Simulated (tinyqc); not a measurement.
Charge-trap memory cell: threshold shift against programming time.

Channel, tunnel oxide, storage layer, blocking layer, gate. N electrons per area sit in a sheet at the centroid and shift the threshold by U = (q/eps0) N (tb/eb + xc tn/en). EOT = t1 + 3.9 (tn/en + tb/eb); tunnel field F = (Vg - U)/EOT; dN/dt = eta (J/q)(1 - N/Nm). Fowler-Nordheim: J = A F^2 exp(-B/F), A = q^2/(16 pi^2 hbar mo phi) (times 1e14 for A/cm^2 with F in V/nm, emitter mass m0), B = (4/3) sqrt(mo/C) phi^1.5, C = hbar^2/(2 m0).

The rate equation is integrated from N = 0 to the digits shown; blocking field (3.9 F + q N/eps0)/eb.

Parameters, values chosen for the exercise; oxide values close to those of silicon dioxide, storage layer close to silicon nitride, blocking layer close to aluminium oxide: tunnel barrier phi = 3.11 eV; tunnelling mass mo = 0.43 m0; tunnel oxide (permittivity 3.9) t1 = 5.5 nm; storage layer tn = 7.6 nm; its relative permittivity en = 7.4; blocking layer tb = 10.5 nm; its relative permittivity eb = 9; charge centroid, share of tn counted from the blocking side xc = 0.34; capture efficiency of an empty layer eta = 0.78; trap density Nm = 9.6e12 cm^-2; gate voltage less flat band and surface potential Vg = 15.5 V.

Constants: q = 1.602176634e-19 C, hbar = 1.054571817e-34 J s, m0 = 9.1093837015e-31 kg, eps0 = 8.8541878128e-14 F/cm where lengths are in cm, hbar^2/(2 m0) = 0.0380998212 eV nm^2. Results are converted to the units shown.

Threshold shift against programming time:
```
t (s)       N/Nm    U (V)  F (V/nm)  blocking field (V/nm)
1.2e-6   0.01724  0.04541     1.100                 0.4798
5.5e-6   0.06879   0.1811     1.090                 0.4856
2.5e-5    0.2065   0.5439     1.064                 0.5010
0.00011   0.4171    1.098     1.025                 0.5245
0.00052   0.6471    1.704    0.9815                 0.5502
0.0023    0.8330    2.194    0.9467                 0.5710
0.011     0.9634    2.537    0.9223                 0.5856
0.048     0.9995    2.632    0.9155                 0.5896
0.22       1.000    2.633    0.9154                 0.5897
0.99       1.000    2.633    0.9154                 0.5897
```

U rises from 0.0454 to 2.63 V, by 0.000 V a decade at the end. The traps are 100 % full, so filling caps the shift at 2.63 V.

Range of the model: The Fowler-Nordheim form needs F t1 above phi; trap-assisted paths and leakage through the blocking layer are left out.

tinyqc, about 0.07 s, one thread, Intel Xeon 2.30GHz (shared host): `OMP_NUM_THREADS=1 python tinyqc.py 2130167 2130168 out.jsonl`
